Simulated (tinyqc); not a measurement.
Inside a calculation. Model: electron mobility in a silicon inversion layer, empirical terms and Matthiessen rule.

Computed by the program tinyqc: `OMP_NUM_THREADS=1 python tinyqc.py 2510120 2510121 out.jsonl`, one thread of a shared Intel Xeon 2.30GHz, about 0.01 s for the whole run. Printed values are rounded.

Inversion layer of sheet density Ns on a uniformly doped body, under a high-permittivity gate with an interlayer. The mobility terms are empirical power laws with prefactors chosen for the exercise; adding their inverses (Matthiessen) is itself an approximation.

Parameters, values chosen for the exercise; material values close to those of silicon: temperature T = 325 K; band gap Eg = 1.11 eV; relative permittivity of the semiconductor eps_r = 11.9; conduction-band density of states at T Nc = 3.15e19 cm^-3; valence-band density of states at T Nv = 3.04e19 cm^-3; body doping Nb = 2.1e17 cm^-3; reverse body bias Vsb = 1 V; weight of the inversion charge in the effective field eta = 0.5; gate capacitance Cox = 1.48 uF/cm^2; phonon-limited mobility at 1 MV/cm and 300 K Ap = 430 cm^2/(V s); roughness-limited mobility at 1 MV/cm As = 846 cm^2/(V s); exponent of the roughness term gs = 2; Coulomb prefactor Ac = 3500 cm^2/(V s); charge at the interface Nit = 2.2e10 cm^-2; remote-phonon mobility without interlayer Ar = 230 cm^2/(V s); interlayer thickness ti = 0.5 nm; decay length of remote phonons lr = 0.5 nm; inversion density Ns = 2.4e12 cm^-2; ratio W/L WL = 1; drain voltage Vd = 0.05 V; measured linear current I = 5.7 uA.

Constants: q = 1.602176634e-19 C, kB = 1.380649e-23 J/K, Vt = kB T/q, eps0 = 8.8541878128e-14 F/cm where lengths are in cm. Results are converted to the units shown.

## Depletion charge and effective field

ni = sqrt(Nc Nv) exp(-Eg/(2 Vt)), Eg in volts; Ndep = sqrt(2 eps0 eps_r Nb (2 Vt ln(Nb/ni) + Vsb)/q); E = q (Ndep + eta Ns)/(eps0 eps_r), in MV/cm.

ni = 7.659521e10 cm^-3
Ndep = 2.248448e12 cm^-2
E = 0.5243706 MV/cm

The depletion charge gives 65.2 % of the field.

## Mobility terms and their sum

With t = T/(300 K): muC = Ac (Ns/1e12 cm^-2) t/(Nb/1e17 cm^-3 + Nit/1e11 cm^-2), muP = Ap E^(-1/3) t^(-1.75), muS = As E^(-gs), muR = Ar exp(2 ti/lr)/t; 1/mu is the sum of the inverses.

terms (cm^2/(V s)): Coulomb 3922.414, phonon 463.5415, roughness 3076.761, remote phonon 1568.753
mu = 296.3213 cm^2/(V s)
shares of 1/mu (%): Coulomb 7.554566, phonon 63.92552, roughness 9.630951, remote phonon 18.88897

The phonon term limits most.

## Iteration 1: inversion density for the measured current

Ns at the start = 1.2e12 cm^-2

I = (W/L) q Ns mu Vd. E = q (Ndep + eta Ns)/(eps0 eps_r) in MV/cm. With t = T/(300 K): muC = Ac (Ns/1e12 cm^-2) t/(Nb/1e17 cm^-3 + Nit/1e11 cm^-2), muP = Ap E^(-1/3) t^(-1.75), muS = As E^(-gs), muR = Ar exp(2 ti/lr)/t; 1/mu is the sum of the inverses. Ns(new) = I/((W/L) q mu Vd).

E = 0.4331346 MV/cm
mu = 294.7044 cm^2/(V s)
Ns after iteration 1 = 2.414392e12 cm^-2

## Iteration 2: inversion density for the measured current

As before.

E = 0.5254648 MV/cm
mu = 296.2039 cm^2/(V s)
Ns after iteration 2 = 2.402170e12 cm^-2

## Course of the iteration: inversion density for the measured current

Stop when Ns changes by less than 1e5 cm^-2, or after 120 iterations.

Course of the iteration:
```
iteration   Ns (cm^-2)  |change| (cm^-2)
1          2.414392e12           1.21e12
2          2.402170e12           1.22e10
3          2.401360e12            8.09e8
4          2.401307e12            5.32e7
5          2.401304e12            3.50e6
6          2.401303e12            2.30e5
7          2.401303e12            1.51e4
```

Converged in 7 iterations. At the end each change is about 0.066 times the one before: linear convergence.

## Split C-V extraction

```
point  Vg (V)  Cgc (uF/cm^2)       I (uA)
0         0.2    7.170936e-4  3.529479e-7
1        0.25    0.002797919  5.369649e-6
2         0.3     0.01087240  8.087950e-5
3        0.35     0.04159281  0.001172882
4         0.4      0.1502384   0.01488797
5        0.45      0.4532533    0.1304707
6         0.5      0.9368484    0.6027611
7        0.55       1.288770     1.515411
8         0.6       1.425852     2.630988
9        0.65       1.465754     3.768097
10        0.7       1.476328     4.864463
11       0.75       1.479058     5.905089
12        0.8       1.479759     6.888333
```

Q(Vg) is the trapezoid sum of Cgc from the first point (where Q is taken as 0); mu_eff = I/((W/L) Q Vd); mu_FE = (dI/dVg)/((W/L) Cox Vd) with a backward difference. Listed from point 4 on.

```
point  Q (uC/cm^2)  mu_eff (cm^2/(V s))  mu_FE (cm^2/(V s))
4      0.006537043             45.54957            3.706782
5       0.02162433             120.6703            31.23858
6       0.05637688             213.8327            127.6460
7        0.1120173             270.5672            246.6621
8        0.1798829             292.5223            301.5073
9        0.2521730             298.8502            307.3268
10       0.3257250             298.6852            296.3151
11       0.3996097             295.5428            281.2503
12       0.4735801             290.9046            265.7416
```

At the last point mu_FE is 8.6 % below mu_eff: where the mobility falls with gate voltage the slope of I understates it.
